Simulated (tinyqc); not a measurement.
What moves the results: carrier statistics of a doped semiconductor with parabolic bands. A value that a table varies takes the place of the one given here.

Eg(T) = Eg0 - al T^2/(T + be); m_de = Mv^(2/3) (ml mt^2)^(1/3); m_dh = (mhh^(3/2) + mlh^(3/2))^(2/3); Nc and Nv from N = 2 (m kB T/(4 pi c))^(3/2) with c = hbar^2/2m0, in 1/angstrom^3; times 1e24 for 1/cm^3.

Energies are counted from Ev, so Ec = Eg. n = Nc F_1/2((EF - Eg)/kT), p = Nv F_1/2(-EF/kT), ND+ = ND/(1 + 2 exp((EF - Eg + ED)/kT)), NA- = NA/(1 + 4 exp((EA - EF)/kT)); neutrality asks p + ND+ = n + NA-. F_j(eta) = (1/Gamma(j + 1)) integral_0^infinity x^j dx/(1 + exp(x - eta)), which tends to exp(eta) for eta << 0.

Constants: hbar^2/2m0 = 3.80998211 eV angstrom^2; kB = 8.617333262e-05 eV/K.

Values chosen for the exercise (near those of SiC; shifted at random, so the results belong to these values and not to a real crystal):
- Eg0 = 3.277 eV (gap at 0 K)
- al = 0.000658 eV/K (Varshni alpha)
- be = 1321 K (Varshni beta)
- ml = 0.331 m0 (longitudinal electron mass)
- mt = 0.418 m0 (transverse electron mass)
- Mv = 3 (equivalent valleys)
- mhh = 1.01 m0 (heavy-hole mass)
- mlh = 0.462 m0 (light-hole mass)
- ND = 4.4e+17 1/cm^3 (donors)
- NA = 1.1e+19 1/cm^3 (acceptors)
- ED = 0.0609 eV (donor level below Ec)
- EA = 0.201 eV (acceptor level above Ev)
- T = 400 K

## Temperature

Neutrality solved at each temperature; ni = sqrt(Nc Nv) exp(-Eg/2kT).

Carriers (1/cm^3):
```
T (K)  EF (eV)         n         p  majority / |ND - NA|        ni  Eg (eV)
30      0.1964    <1e-99  1.08e-15              1.03e-34    <1e-99   3.2766
50      0.1933    <1e-99    0.0748              7.09e-21    <1e-99   3.2758
77      0.1891    <1e-99  1.82e+06              1.72e-13  2.26e-89   3.2742
120     0.1825    <1e-99  1.83e+11              1.73e-08  1.31e-50   3.2704
200     0.1702  1.38e-59  9.36e+14              8.86e-05  1.14e-22   3.2597
300     0.1588  3.07e-33  7.17e+16               0.00679  1.48e-08   3.2405
450     0.1720  3.89e-15  7.23e+17                0.0685      53.2   3.2018
600     0.2033  8.45e-06  1.84e+18                 0.174  3.95e+06   3.1537
800     0.2563       131  3.50e+18                 0.331  2.15e+10   3.0785
1000    0.3185  3.64e+06  5.00e+18                 0.473  4.28e+12   2.9935
```

Ionisation is incomplete: the majority density is below 90 % of the net doping at 30, 50, 77, 120, 200, 300, 450, 600, 800 and 1000 K, down to a share of 1e-34. No listed temperature gives a majority density within 10 % of the net doping. The majority density never exceeds the net doping by 10 %; ni is 4.28e+12 1/cm^3 at 1000 K against a net doping of 1.06e+19. EF goes from 0.196 eV to 0.318 eV, where midgap is 1.497 eV and the intrinsic level (Boltzmann) 1.523 eV.

## Doping level

Only acceptors are present (ND = 0); eta is the distance of EF beyond the valence edge in units of kT.

Neutral state:
```
NA (1/cm^3)  EF (eV)  majority (1/cm^3)  ionised share     eta
1.0e+14       0.4533           9.97e+13          0.997  -13.15
1.0e+15       0.3747           9.75e+14          0.975  -10.87
1.0e+16       0.3013           8.21e+15          0.821   -8.74
1.0e+17       0.2424           4.54e+16          0.454   -7.03
1.0e+18       0.1956           1.76e+17          0.176   -5.67
3.0e+18       0.1752           3.18e+17          0.106   -5.08
1.0e+19       0.1536           5.94e+17          0.059   -4.46
3.0e+19       0.1341           1.04e+18          0.035   -3.89
```

The impurity level lies at 0.2010 eV. The ionised share falls from 0.997 to 0.035 as EF passes through it between 1e+17 and 1e+18 1/cm^3 (share 1/5 there); it is below one half from 1e+17 1/cm^3 on. Over the last two rows the doping grows threefold and the majority density by a factor 1.75. EF stays more than 3 kT from the majority band edge. Above roughly 2e+20 1/cm^3 (N^(1/3) a = 0.26, with the radius a = sqrt(c/(m E)) from the ionisation energy E and the mass mhh) the levels merge with the band and real ionisation is complete; sharp levels then overstate freeze-out.

## What each input does

Neutrality solved anew for each case. Each row changes one parameter from the base and keeps the others.

Results:
```
case                 EF (eV)  n (1/cm^3)  p (1/cm^3)
base                  0.1644    9.97e-20    4.35e+17
T = 420 K             0.1672    9.13e-18    5.43e+17
ND = 2.2e+17 1/cm^3   0.1582    8.32e-20    5.20e+17
NA = 5.5e+18 1/cm^3   0.1823    1.68e-19    2.58e+17
Eg0 = 3.327 eV        0.1644    2.34e-20    4.35e+17
mt = 0.5016 m0        0.1644    1.20e-19    4.35e+17
mhh = 1.212 m0        0.1670    1.08e-19    4.99e+17
EA = 0.3015 eV        0.2432    9.81e-19    4.43e+16
```

The largest shifts from the base row, up to three for each result and ties (the steps differ in size, so this ranks the rows, not the parameters). EF (eV): EA +0.0788, NA +0.0180, ND -0.0062; unchanged at the printed digits by Eg0 and mt. n (1/cm^3): T +9.03e-18, EA +8.81e-19, Eg0 -7.63e-20. p (1/cm^3): EA -3.90e+17, NA -1.76e+17, T +1.08e+17; unchanged at the printed digits by Eg0 and mt.

tinyqc: `OMP_NUM_THREADS=1 python tinyqc.py 1681944 1681945 out.jsonl`; about 0.01 s, one thread, shared Intel(R) Xeon(R) Processor @ 2.30GHz.
